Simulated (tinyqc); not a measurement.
Inside a calculation. Model: MOSFET in saturation, small-signal circuit and noise.

Computed by the program tinyqc: `OMP_NUM_THREADS=1 python tinyqc.py 2150121 2150122 out.jsonl`, one thread of a shared Intel Xeon 2.30GHz, about 0.01 s for the whole run. Printed values are rounded.

Bias by the inversion coefficient IC = I/Ispec (charge-based model with velocity saturation; weak inversion below 0.1, strong above 10). Common-source circuit: gm, gds, Cgs, Cgd and Cj at the inner nodes, Rg in series with the gate; quasi-static, no source or drain resistance, no gate-body capacitance, no substrate network, no induced gate noise, so fmax is an upper estimate.

Parameters, values chosen for the exercise:
```
symbol   value         unit                                   meaning
T          300            K                               temperature
L           28           nm                               gate length
W           20           um                          total gate width
Cox       0.89      uF/cm^2                          gate capacitance
mu         180   cm^2/(V s)                                  mobility
n         1.41                                           slope factor
Ls          20           nm                velocity-saturation length
sg        0.15                                           ratio gds/gm
Cov       0.44        fF/um   overlap and fringe capacitance per side
Cj        0.38        fF/um                drain junction capacitance
Rsh         10          ohm              sheet resistance of the gate
Wf           2           um                              finger width
Rc         300       ohm um      gate contact and vertical resistance
IC        0.49                                  inversion coefficient
gw        0.11               short-channel excess of the noise factor
Nt      8.2e16  cm^-3 eV^-1                        oxide trap density
lt         0.1           nm          tunnelling length into the oxide
ac           0        V s/C            Coulomb scattering coefficient
f            1          GHz                          signal frequency
```

Constants: q = 1.602176634e-19 C, kB = 1.380649e-23 J/K, Vt = kB T/q. Results are converted to the units shown.

## Current, transconductance and gain

Ispec = 2 n mu Cox (W/L) Vt^2, lc = Ls/L, gms = [sqrt((lc IC + 1)^2 + 4 IC) - 1]/[2 + lc (lc IC + 1)], gm = gms Ispec/(n Vt), gds = sg gm.

Ispec = 215.6611 uA
I = 105.6740 uA
gms = 0.3187496
gm = 1.885855 mS
gds = 0.2828783 mS
gm/I = 17.84598 1/V

gm/I is 65.1 % of its weak-inversion limit 1/(n Vt); without velocity saturation (lc = 0) gms would be 0.360.

## Capacitances, gate resistance and cut-off frequencies

qs = [sqrt(1 + 4 IC) - 1]/2, Cgs = Cox W L qs (2 qs + 3)/(3 (qs + 1)^2) + Cov W, Cgd = Cov W, Cd = Cj W, Rg = Rsh (Wf/L)/(12 Nf) + Rc/W with Nf = W/Wf fingers (not rounded) contacted at both ends. fT = gm/(2 pi (Cgs + Cgd)), fmax = fT/(2 sqrt(Rg (gds + 2 pi fT Cgd))).

Cgs = 10.00340 fF
Cgd = 8.8 fF
Cd = 7.6 fF
Rg = 20.95238 ohm
fT = 15.96217 GHz
fmax = 51.07364 GHz

Overlap and fringe make up 93.6 % of the gate capacitance; fmax is 3.20 times fT.

## Admittance matrix

Inner admittances at w = 2 pi f: y11 = i w (Cgs + Cgd), y12 = -i w Cgd, y21 = gm - i w Cgd, y22 = gds + i w (Cgd + Cd). Invert to Z, add Rg to Z11 and invert back to Y.

inner y (mS):
```
	1	2
1	0.000000+0.118145i	0.000000-0.055292i
2	1.885855-0.055292i	0.282878+0.103044i
```

Y with Rg (mS):
```
	1	2
1	0.000292+0.118145i	-0.000137-0.055292i
2	1.885707-0.059960i	0.282948+0.105229i
```

## Current gain and unilateral power gain

|h21| = |Y21/Y11|; U = |Y21 - Y12|^2/(4 [Re Y11 Re Y22 - Re Y12 Re Y21]). Extrapolated at 20 dB a decade: f |h21| and f sqrt(U).

|h21| = 15.96903
U = 2608.517
f |h21| = 15.96903 GHz
f sqrt(U) = 51.07364 GHz

f |h21| is 0.043 % above the formula for fT, and f sqrt(U) within 0.01 % of that for fmax.

## Noise at the gate

Channel noise Sid = 4 kB T gam n gm with gam = (1/2 + (2/3) qs)/(1 + qs) + gw lc IC, qs = [sqrt(1 + 4 IC) - 1]/2, lc = Ls/L (the last term an empirical rise with velocity saturation); at the gate, white noise Sw = Sid/gm^2 + 4 kB T Rg. Number fluctuation with correlated mobility: S(f) = K/f, K = q^2 Vt lt Nt/(W L Cox^2) (1 + ac mu Cox I/gm)^2, Vt in eV with Nt per eV. Corner fc = K/Sw. Full shot noise would be 2 q I.

gam = 0.5826386
Sid = 2.566795e-23 A^2/Hz
Sid/(2 q I) = 0.7580239
sqrt(Sw) = 2.750351 nV/Hz^0.5
K = 1.226763e-10 V^2
fc = 16.21752 MHz

The gate resistance gives 4.6 % of the white noise power.
